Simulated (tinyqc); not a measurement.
# Schottky diode by thermionic emission with image-force lowering and series resistance: a Richardson plot

Metal on an n-type semiconductor with one parabolic valley; V > 0 is forward bias (metal positive). I = I0 [exp(Vj/(n Vt)) - 1] with Vj = V - I Rs; I0 = S A* T^2 exp(-(phi - dphi)/Vt), the lowering dphi taken at zero bias.

A* = 4 pi q me m0 kB^2/h^3 (times 1e-4 for A/(cm^2 K^2)); Nc = 2 (2 pi me m0 kB T/h^2)^1.5 (times 1e-6 for cm^-3); xi = Vt ln(Nc/Nd), Vbi = phi - xi; surface field Em = sqrt(2 q Nd (Vbi - V - Vt)/(eps0 eps_r)); dphi = sqrt(q Em/(4 pi eps0 eps_r)). Here V = 0 in Em; phi is held fixed.

Parameters, values chosen for the exercise; band and dielectric values close to those of silicon:
- me = 0.256 m0 (electron mass)
- eps_r = 11.7 (relative permittivity)
- phi = 0.8 eV (barrier height seen from the metal)
- Nd = 1.8e16 cm^-3 (donor density)
- S = 0.0046 cm^2 (area)

Constants: q = 1.602176634e-19 C, kB = 1.380649e-23 J/K, h = 6.62607015e-34 J s, m0 = 9.1093837015e-31 kg, Vt = kB T/q, eps0 = 8.8541878128e-14 F/cm where lengths are in cm. Results are converted to the units shown.

Result of one run:

| dphi (meV) | I0 (A) | ln(I0/(S T^2)) | 1/Vt (1/V) |
|---|---|---|---|
| 27.24 | 1.368e-10 | -28.60 | 41.44 |

Which temperature T gave this result: 280, 320, 360, 400 or 450 K?

T = 280 K.

The whole series:

| T (K) | dphi (meV) | I0 (A) | ln(I0/(S T^2)) | 1/Vt (1/V) |
|---|---|---|---|---|
| 200 | 27.76 | 1.964e-16 | -41.38 | 58.02 |
| 240 | 27.51 | 4.893e-13 | -33.93 | 48.35 |
| 280 | 27.24 | 1.368e-10 | -28.60 | 41.44 |
| 320 | 26.96 | 9.689e-9 | -24.61 | 36.26 |
| 360 | 26.66 | 2.736e-7 | -21.50 | 32.23 |
| 400 | 26.35 | 4.049e-6 | -19.02 | 29.01 |
| 450 | 25.93 | 6.138e-5 | -16.54 | 25.79 |

I0 grows by 11.5 decades. The line through the end rows has the slope -0.7708 eV and the intercept ln(28.3 A/(cm^2 K^2)), against phi = 0.8 eV and A* = 30.8. The difference comes from the lowering: dphi falls from 27.8 to 25.9 meV.

Range of the model: One isotropic valley is assumed; bands with several valleys have a larger Richardson constant and Nc.

Program tinyqc, `OMP_NUM_THREADS=1 python tinyqc.py 2640080 2640081 out.jsonl`; Intel Xeon 2.30GHz, shared host, one thread, about 0.01 s.
